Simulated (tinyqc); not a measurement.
## Trap depth and cross-section from two peaks

Question. A DLTS peak lies where ew = sn g T^2 exp(-Et/kB T), g = vth Nc/(300 K)^2. Find Et and sn.

Values chosen for this exercise:

| symbol | value | unit | meaning |
|---|---|---|---|
| Nc | 3.22e19 | cm^-3 | conduction-band density of states at 300 K |
| vth | 2.5e7 | cm/s | thermal velocity at 300 K |

Constants: q = 1.602176634e-19 C, kB = 1.380649e-23 J/K. Results are converted to the units shown.

peak temperatures for ew = 20 and 1000 1/s (K): 132.93713  157.74855

Solution. The slope of ln(ew/T^2) against q/kB T is -Et, and the intercept is ln(sn g).

Et = 0.260 eV
sn = 9.10e-16 cm^2

Computed by the program tinyqc: `OMP_NUM_THREADS=1 python tinyqc.py 2050172 2050173 out.jsonl`, one thread of a shared Intel Xeon 2.30GHz, about 0.01 s for the whole run.
